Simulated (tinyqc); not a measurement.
Tersoff bond-order potential. Changing the h. Computed by tinyqc, a small Python program. Command: `OMP_NUM_THREADS=1 python tinyqc.py 3008434 3008435 out.jsonl tersoff sweep`. One thread of a shared host (Intel(R) Xeon(R) Processor @ 2.30GHz), about 0.02 s of CPU time with the checks.

E = (1/2) sum_(i, j != i) [A exp(-lambda r_ij) - b_ij B exp(-mu r_ij)], b_ij = (1 + (beta zeta_ij)^n)^(-1/(2n)), zeta_ij = sum_(k != i, j) g(theta_ijk), g = 1 + c^2/d^2 - c^2/(d^2 + (h - cos theta)^2), with theta at atom i. Only nearest neighbours count (cut-off function 1 for them, 0 beyond).

Inputs (values chosen for the exercise, modelled on germanium):

| quantity | value | unit |
|---|---|---|
| A | 1790.1 | eV |
| B | 416.03 | eV |
| lambda | 2.4451 | 1/angstrom |
| mu | 1.7047 | 1/angstrom |
| beta | 9.49e-07 | - |
| n | 0.7502 | - |
| c | 103900 | - |
| d | 15.54 | - |

Constants: 1 eV/angstrom^3 = 160.2176634 GPa.

Method:
- zeta = 3 g(cos theta = -1/3).
- With z equal bonds of order b, r = ln(lambda A/(mu b B))/(lambda - mu) and E per atom = -(z/2) b B exp(-mu r)(1 - mu/lambda).
- a0 = 4 r/sqrt3; B0 = phi''(r)/(3 a0) with phi'' = mu (lambda - mu) b B exp(-mu r), since b does not change under uniform scaling.
- Second derivatives of the energy per atom, volume V = a0^3/8: e_xx gives C11; e_xx = -e_yy gives 2 (C11 - C12); e_xy = e_yx = s/2 with a sublattice shift u_z gives C44 = (E_ss - E_su^2/E_uu)/V and Kleinman's parameter |E_su/E_uu|/(a0/4).
- Each of the four neighbours loses one bond; its three other bonds now have zeta = 2 g, for the direction that starts at it. E_v = -E + 12 x (1/2)(b(3g) - b(2g)) B exp(-mu r), where -E is the pair-like cost.

One run for each value:

| h | bond order b | energy per atom of the diamond lattice (eV) | C44 (GPa) | unrelaxed vacancy energy E_v (eV) | Kleinman's parameter |
|---|---|---|---|---|---|
| -0.75 | 0.90261 | -2.7198 | 32.205 | 2.0269 | 0.77643 |
| -0.70 | 0.91788 | -2.8747 | 35.916 | 2.2578 | 0.74638 |
| -0.65 | 0.93274 | -3.0313 | 39.985 | 2.4990 | 0.71301 |
| -0.60 | 0.94702 | -3.1873 | 44.455 | 2.7468 | 0.67546 |
| -0.55 | 0.96050 | -3.3397 | 49.415 | 2.9959 | 0.63221 |
| -0.50 | 0.97292 | -3.4844 | 55.075 | 3.2387 | 0.58027 |
| -0.45 | 0.98391 | -3.6161 | 61.995 | 3.4648 | 0.51285 |
| -0.40 | 0.99297 | -3.7272 | 72.035 | 3.6590 | 0.41017 |
| -0.35 | 0.99910 | -3.8038 | 97.035 | 3.7949 | 0.15761 |
| -0.30 | 0.99749 | -3.7836 | 70.330 | 3.7589 | 0.32211 |

Describe and explain the trends.

Over the rows, bond order b goes from 0.903 through a maximum among these rows, 0.999 at -0.350, to 0.997; energy per atom of the diamond lattice (eV) goes from -2.72 through a minimum among these rows, -3.80 at -0.350, to -3.78; C44 (GPa) goes from 32.2 through a maximum among these rows, 97.0 at -0.350, to 70.3. zeta of the diamond lattice is least when h equals cos(109.47 degrees) = -1/3; there the bond order is highest and a vacancy gains least from stronger back bonds.

Extremes, crossings and ranges named in words are read from the listed rows.
